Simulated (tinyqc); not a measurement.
Bandgap voltage reference from two bipolar transistors: two steps of the calculation.

Two transistors of area 1 and N carry the same current I. Is(T) = Is (T/T0)^eta exp[(Vg0 q/kB)(1/T0 - 1/T)], VBE1 = Vt ln(I/Is(T)) + I rb, VBE2 = Vt ln(I/(N Is(T))) + I rb/N. The amplifier forces I R1(T) = VBE1 - VBE2 + Vos, with R(T) = R (1 + tc (T - T0)) for both resistors, and the output is Vref = VBE1 + I R2(T). Base currents and the Early effect are neglected.

Parameters, values chosen for the exercise; values of the order met in silicon bipolar transistors:

| symbol | value | unit | meaning |
|---|---|---|---|
| T0 | 300 | K | reference temperature |
| Vg0 | 1.197 | V | band-gap voltage extrapolated to 0 K |
| eta | 4 |  | temperature exponent of the saturation current |
| Is | 5.3e-18 | A | saturation current of the unit transistor at T0 |
| N | 15 |  | area ratio of the second transistor |
| R1 | 15 | kohm | resistor across which the difference of VBE falls, at T0 |
| tc | 0 | ppm/K | temperature coefficient of both resistors |
| Vos | 0 | mV | offset of the amplifier |
| rb | 0 | ohm | series resistance of the unit transistor |
| R2 | 114.7 | kohm | output resistor at T0 |
| T | 273 | K | temperature |

Constants: q = 1.602176634e-19 C, kB = 1.380649e-23 J/K. Results are converted to the units shown.

Question 1. Operating point at the reference temperature. Vt = kB T/q; I = (Vt ln N + Vos)/(R1(T) - rb (1 - 1/N)). Evaluate at T = T0.

Wanted: Vt; I; Is(T); VBE1; I R2; Vref.

Answer 1.

Vt = 0.02585 V
I = 4.667 uA
Is(T) = 5.300e-18 A
VBE1 = 0.7110 V
I R2 = 0.5353 V
Vref = 1.246 V

Question 2. Operating point at another temperature. 

Wanted: Vt; I; Is(T); VBE1; I R2; Vref.

Answer 2.

Vt = 0.023525 V
I = 4.2472 uA
Is(T) = 3.7296e-20 A
VBE1 = 0.76142 V
I R2 = 0.48715 V
Vref = 1.2486 V

From T0 to T, VBE1 changes by 50.4 mV and I R2 by -48.2 mV, which leaves 2.21 mV in Vref.

Program tinyqc, `OMP_NUM_THREADS=1 python tinyqc.py 2062046 2062047 out.jsonl`; Intel Xeon 2.30GHz, shared host, one thread, about 0.02 s.
